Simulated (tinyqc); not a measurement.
Inside a calculation. Method: exchange-only LDA atom on a uniform radial grid, spin-unpolarised, for Be. Computed by tinyqc, a small Python program that keeps every step. Settings: Z = 4, points = 256, R = 10.1, functional = Slater exchange alone, mixing = 0.6, iteration cap = 86. Command: `OMP_NUM_THREADS=1 python tinyqc.py 23303 23304 out.jsonl` (the two numbers bound the seeds that draw the settings). One thread of a shared host (Intel(R) Xeon(R) Processor @ 2.60GHz), about 0.4 s of CPU time with the checks. Later iterations appear only in the table of the cycle.

## Iteration 1

Spherical atom on a uniform radial grid r_j = j h with h = R/(N + 1), h sum u^2 = 1 and integrals as h times sums, u(0) = u(R) = 0 (atomic units):
```
parameter            value
Z                        4
points N               256
R                10.100000
h                 0.039300
mixing            0.600000
electrons in 1s          2
electrons in 2s          2
```

Three-point differences turn -u''/2 + [l(l+1)/2r^2 - Z/r + V] u = e u into a tridiagonal matrix (diagonal 1/h^2 + potential, off-diagonal -1/2h^2). D = sum f u^2; the Hartree potential y/r solves y'' = -D/r with y(0) = 0, y(R) = N_e; v_xc comes from rho = D/(4 pi r^2); E = sum f e - int D V + int D (V_H/2 + eps_xc); V(new) = V + mixing (V_H + v_xc - V).

eigenvalues (hartree): [-7.95118, -1.99692]

Every 16th grid point:
```
r            V in     u(1s)      u(2s)         D      V_H       v_xc
0.62879   0.00000   0.81677   -0.25734   1.46668  4.62581   -0.65568
1.25759   0.00000   0.13343   -0.87060   1.55149  2.89867   -0.42087
1.88638   0.00000   0.01635   -0.68102   0.92810  2.07844   -0.27062
2.51518   0.00000   0.00178   -0.37590   0.28261  1.58483   -0.15029
3.14397   0.00000   0.00018   -0.17555   0.06164  1.27161   -0.07796
3.77276   0.00000  1.78e-05   -0.07425   0.01103  1.06016   -0.03890
4.40156   0.00000  1.70e-06   -0.02940   0.00173  0.90876   -0.01893
5.03035   0.00000  1.59e-07   -0.01111   0.00025  0.79517   -0.00905
5.65914   0.00000  1.46e-08   -0.00405  3.28e-05  0.70682   -0.00427
6.28794   0.00000  1.32e-09   -0.00144  4.14e-06  0.63614   -0.00200
6.91673   0.00000  1.19e-10   -0.00050  4.99e-07  0.57831   -0.00093
7.54553   0.00000  1.06e-11   -0.00017  5.80e-08  0.53012   -0.00043
8.17432   0.00000         0   -0.00006  6.53e-09  0.48934   -0.00020
8.80311   0.00000         0  -1.88e-05  7.06e-10  0.45438   -0.00009
9.43191   0.00000         0  -5.65e-06  6.39e-11  0.42409  -3.79e-05
10.06070  0.00000         0  -2.65e-07         0  0.39759    0.00000
```

total energy = -13.2136510 hartree

## Iteration 2

As before.

eigenvalues (hartree): [-4.87662, -0.66901]

Every 16th grid point:
```
r            V in     u(1s)     u(2s)         D      V_H      v_xc
0.62879   2.38208   0.87612  -0.07454   1.54628  4.21906  -0.66734
1.25759   1.48668   0.19644  -0.63662   0.88774  2.65231  -0.34940
1.88638   1.08469   0.03544  -0.71836   1.03461  1.97467  -0.28060
2.51518   0.86072   0.00588  -0.57939   0.67147  1.55107  -0.20055
3.14397   0.71619   0.00093  -0.40292   0.32468  1.26197  -0.13565
3.77276   0.61275   0.00014  -0.25802   0.13315  1.05758  -0.08925
4.40156   0.53390  2.20e-05  -0.15693   0.04925  0.90809  -0.05781
5.03035   0.47167  3.32e-06  -0.09216   0.01699  0.79500  -0.03709
5.65914   0.42153  4.95e-07  -0.05277   0.00557  0.70678  -0.02364
6.28794   0.38049  7.33e-08  -0.02964   0.00176  0.63613  -0.01500
6.91673   0.34643  1.08e-08  -0.01638   0.00054  0.57831  -0.00948
7.54553   0.31781  1.59e-09  -0.00891   0.00016  0.53011  -0.00596
8.17432   0.29349  2.32e-10  -0.00475  4.51e-05  0.48934  -0.00372
8.80311   0.27258  3.39e-11  -0.00241  1.16e-05  0.45438  -0.00225
9.43191   0.25443         0  -0.00102  2.10e-06  0.42409  -0.00121
10.06070  0.23855         0  -0.00006  6.27e-09  0.39759  -0.00017
```

total energy = -14.0205197 hartree

## Convergence

Stop when input and output potentials agree to 1e-7.

Course of the cycle (hartree):
```
iteration            E     e(1s)     e(2s)  largest |V(out) - V(in)|
1          -13.2136510  -7.95118  -1.99692                  6.73e+00
2          -14.0205197  -4.87662  -0.66901                  1.78e+00
3          -14.1213000  -4.01431  -0.30609                  3.98e-01
4          -14.1288862  -3.80874  -0.20786                  8.20e-02
5          -14.1292483  -3.76635  -0.18099                  1.75e-02
6          -14.1292635  -3.75796  -0.17299                  5.41e-03
7          -14.1292643  -3.75620  -0.17035                  1.86e-03
8          -14.1292643  -3.75577  -0.16940                  6.99e-04
9          -14.1292643  -3.75565  -0.16905                  2.85e-04
10         -14.1292644  -3.75561  -0.16892                  1.13e-04
11         -14.1292644  -3.75559  -0.16887                  4.43e-05
12         -14.1292644  -3.75558  -0.16885                  1.74e-05
13         -14.1292644  -3.75558  -0.16884                  6.89e-06
14         -14.1292644  -3.75558  -0.16883                  2.74e-06
15         -14.1292644  -3.75558  -0.16883                  1.10e-06
16         -14.1292644  -3.75558  -0.16883                  4.40e-07
17         -14.1292644  -3.75558  -0.16883                  1.77e-07
18         -14.1292644  -3.75558  -0.16883                  7.14e-08
```

Converged in 18 iterations. A uniform grid resolves the cusp poorly: for a bare nucleus this grid gives 1s at -7.95118 against -Z^2/2 = -8 hartree. Before convergence this energy mixes input and output and is not variational, so it may rise towards its limit.
